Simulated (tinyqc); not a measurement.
Raising U: Hubbard ring of 5 sites, mean field against exact. Computed by the program tinyqc. 

one-body matrix (hopping and site energies) (eV):
```
         1        2        3        4        5
1  -0.3400  -1.2100   0.0000   0.0000  -1.2100
2  -1.2100   0.4200  -1.2100   0.0000   0.0000
3   0.0000  -1.2100   0.1700  -1.2100   0.0000
4   0.0000   0.0000  -1.2100   0.3600  -1.2100
5  -1.2100   0.0000   0.0000  -1.2100   0.3100
```

electrons, up and down: 3  2

Collinear unrestricted mean field (the lowest of 40 random starts) against exact diagonalisation.

Exact and mean-field results (eV):
```
U            U/t    E exact  E mean field  mean |n_up - n_down|  double occupancy, exact  first gap in the sector
0.6000    0.4959  -5.674705     -5.654802                0.2067                   0.2318                   0.2799
1.2100    1.0000  -4.997582     -4.913562                0.2225                   0.2120                   0.2342
2.4200    2.0000  -3.841337     -3.494173                0.2961                   0.1698                   0.1495
3.6300    3.0000  -2.940019     -2.271571                0.5801                   0.1289                   0.0852
4.8400    4.0000  -2.265868     -1.491129                0.7773                   0.0955                   0.0456
7.2600    6.0000  -1.390380     -0.690791                0.9069                   0.0541                   0.0134
9.6800    8.0000  -0.873402     -0.288887                0.9487                   0.0336                   0.0047
14.5200  12.0000  -0.308311      0.113674                0.9775                   0.0162                   0.0009
24.2000  20.0000   0.171987      0.436075                0.9920                   0.0061                 1.30e-04
```

In absolute terms mean field is worst at U/t = 4.0, 0.775 eV too high: at small U it is nearly exact, and at large U it misses only exchange-scale energies. Relative to the exact energy its error is 0.4 % at the smallest U, 154 % at most and 154 % at the largest. The double occupancy falls from 0.232 to 0.006.
